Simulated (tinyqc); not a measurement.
Worked calculation: Hubbard ring of 4 sites. Computed by tinyqc, a small Python program that keeps every step. Settings: hopping = 1.67, U = 11.5, mixing = 0.2, iteration cap = 84. Command: `OMP_NUM_THREADS=1 python tinyqc.py 20641 20642 out.jsonl` (the two numbers bound the seeds that draw the settings). One thread of a shared host (Intel(R) Xeon(R) Processor @ 2.60GHz), about 0.3 s of CPU time with the checks.

one-body matrix (hopping and site energies) (eV), lower triangle:
```
           1          2          3          4
1  -0.200000
2  -1.670000  -0.780000
3   0.000000  -1.670000   0.290000
4  -1.670000   0.000000  -1.670000  -0.040000
```

U = 11.500000 eV

electrons, up and down: 2  2

n(up) at the start (a guess, not normalised): 1 0.800000, 2 0.200000, 3 0.800000, 4 0.200000

n(down) at the start (a guess): 1 0.200000, 2 0.800000, 3 0.200000, 4 0.800000

Each step fills the lowest levels of T + U n(other spin) and sets n(new) = n + mixing (n(out) - n); stop when output and input agree to 1e-8.

Course of the cycle:
```
iteration       E (eV)  largest |n(out) - n(in)|  mean |n_up - n_down|
1          -2.36647992                  1.40e-01              0.857678
2          -2.44644872                  1.17e-01              0.872030
3          -2.49755998                  9.79e-02              0.882835
4          -2.53047568                  8.15e-02              0.891077
5          -2.55183599                  6.77e-02              0.897439
6          -2.56579784                  5.62e-02              0.902402
7          -2.57498351                  4.66e-02              0.906311
8          -2.58106170                  3.89e-02              0.909413
9          -2.58510368                  3.26e-02              0.911892
10         -2.58780302                  2.73e-02              0.913885
11         -2.58961221                  2.28e-02              0.915493
...                ...                       ...                   ...
74         -2.59336850                  1.49e-07              0.922689
75         -2.59336850                  1.23e-07              0.922689
76         -2.59336850                  1.02e-07              0.922689
77         -2.59336850                  8.42e-08              0.922689
78         -2.59336850                  6.96e-08              0.922689
79         -2.59336850                  5.75e-08              0.922689
80         -2.59336850                  4.75e-08              0.922689
81         -2.59336850                  3.92e-08              0.922689
82         -2.59336850                  3.24e-08              0.922689
83         -2.59336850                  2.68e-08              0.922689
84         -2.59336850                  2.21e-08              0.922689
```

Can the last value be used, and what does the course show?

Not by the stop rule, although the second column moves by less than 1e-07 over the last three steps. Not converged within 84 iterations: the residual falls steadily but slowly, by a factor of about 0.83 a step. The lowest mean-field energy found from random starts is -2.59337 eV. Reruns (cap 100 unless said): mixing 0.5: converged in 31 (E = -2.59337); mixing 0.9: converged in 13 (E = -2.59337); the original settings with a cap of 400: converged in 89 (E = -2.59337).
